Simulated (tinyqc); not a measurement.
## AlGaN/GaN HEMT with access regions, lumped model: field plate: effect of the insulator under the field plate

A polarisation-induced electron sheet under a Schottky gate, in series with two ungated access regions and contacts. Drift law v = mu E/(1 + mu E/vs) under the gate. Currents in mA/mm, resistances in ohm mm. No self-heating, no channel-length modulation; fits for polarisation, barrier and offset are chosen for the exercise.

sigma = (5e13 x + 1.6e13 x^2) cm^-2, phiB = 0.84 + 1.3 x, dEc = 0.7 (1.71 x + x^2) in volts, Cb = eps0 eps_r/d, VT = phiB - dEc - q sigma/Cb, access density n0 = -Cb VT/q. Off state: a depleted stretch that holds the voltage V has the peak field sqrt(k V), k = 2 q n0/(eps0 eps_r te), so one edge holds V1 = Ec^2/k. The sheet under the plate pinches off at Vf = q n0 (1/Cb + tf/(eps0 ei)); beyond it the gate edge is screened. BV = V1 if Vf >= V1, else Vf + V1, and at most Ec Ld.

Inputs (values chosen for the exercise); values close to those of AlGaN/GaN structures: aluminium share of the barrier x = 0.17; barrier thickness d = 15 nm; relative permittivity of barrier and channel eps_r = 9.1; drain access length Ld = 2 um; critical field Ec = 2.6 MV/cm; depth over which the depleted charge spreads te = 0.48 um; relative permittivity of that insulator ei = 3.9.

Constants: q = 1.602176634e-19 C, eps0 = 8.8541878128e-14 F/cm where lengths are in cm. Results are converted to the units shown.

The same in every row: V1 (V) = 132.6; Ec Ld (V) = 520.0.

Results:

| tf (nm) | Vf (V) | BV (V) |
|---|---|---|
| 46 | 14.97 | 147.5 |
| 100 | 30.40 | 162.9 |
| 150 | 44.67 | 177.2 |
| 220 | 64.67 | 197.2 |
| 330 | 96.08 | 228.6 |
| 490 | 141.8 | 132.6 |
| 730 | 210.3 | 132.6 |

Estimate the missing row, tf = 68 nm.

Computed row:

| tf (nm) | Vf (V) | BV (V) |
|---|---|---|
| 68 | 21.26 | 153.8 |

With this row back in the table: BV goes from 148 through a maximum of 229 (at tf = 330 nm among the rows listed) to 133 V. The plate helps (Vf < V1) in 6 of the 8 rows, and the access length caps BV in 0. The best thickness makes Vf just under V1, tf = 458 nm, where both edges reach Ec together and BV nears 2 V1.

Computed by the program tinyqc: `OMP_NUM_THREADS=1 python tinyqc.py 2570056 2570057 out.jsonl`, one thread of a shared Intel Xeon 2.30GHz, about 0.01 s for the whole run.
